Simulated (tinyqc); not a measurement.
Energies of the polytypes: polytypes and stacking faults of a tetrahedral semiconductor in an axial Ising model with couplings up to third neighbours. Computed by tinyqc, a small Python program. Command: `OMP_NUM_THREADS=1 python tinyqc.py 3002014 3002015 out.jsonl polytype walk`. One thread of a shared host (Intel(R) Xeon(R) Processor @ 2.30GHz), about 0.01 s of CPU time with the checks.

Each double layer has s = +1 or -1 for the sense of its stacking step; E per pair of atoms = E0 - sum_n J_n <s_i s_(i+n)>, n = 1, 2, 3. Hexagonality h = (1 - <s_i s_(i+1)>)/2.

Inputs (values chosen for the exercise, of the order of those of silicon for J, a, G and the gaps):
```
quantity    value      unit
J1           10.4  meV/pair
J2         -0.808  meV/pair
J3          -0.52  meV/pair
gap of 3C    1.17        eV
gap of 4H     1.1        eV
```

Method. E - E(3C) = sum_n J_n (1 - C_n), C_n = <s_i s_(i+n)>. The gap is taken linear in h between 3C (h = 0) and 4H (h = 1/2), a rough rule, with a dash beyond.

correlations of the repeat units 3C (+), 2H (+-), 4H (++--), 6H (+++---), 15R (+++--), 8H (++++----), 21R (++++---), 9R (++-):
```
        n = 1     n = 2     n = 3
3C    1.00000   1.00000   1.00000
2H   -1.00000   1.00000  -1.00000
4H    0.00000  -1.00000   0.00000
6H    0.33333  -0.33333  -1.00000
15R   0.20000  -0.60000  -0.60000
8H    0.50000   0.00000  -0.50000
21R   0.42857  -0.14286  -0.71429
9R   -0.33333  -0.33333   1.00000
```

Polytypes:
```
polytype       h  E - E(3C) (meV/pair)  gap by the linear rule (eV)
3C        0.0000                 0.000                       1.1700
2H        1.0000                19.760                            -
4H        0.5000                 8.264                       1.1000
6H        0.3333                 4.816                       1.1233
15R       0.4000                 6.195                       1.1140
8H        0.2500                 3.612                       1.1350
21R       0.2857                 4.128                       1.1300
9R        0.6667                12.789                            -
```

E(2H) - E(3C) = 19.76 meV/pair

E(4H) - E(3C) = 8.264 meV/pair

E(6H) - E(3C) = 4.816 meV/pair

What follows from these numbers?

The lowest is 3C, 3.612 meV/pair below 8H. J1/|J2| = 12.87: for J3 = 0 and J2 < 0 the ground state is 2H below -2, 4H between -2 and 2, and 3C above 2; at 2 itself all periods with bands of two or more layers are degenerate.

Extremes, crossings and ranges named in words are read from the listed rows.
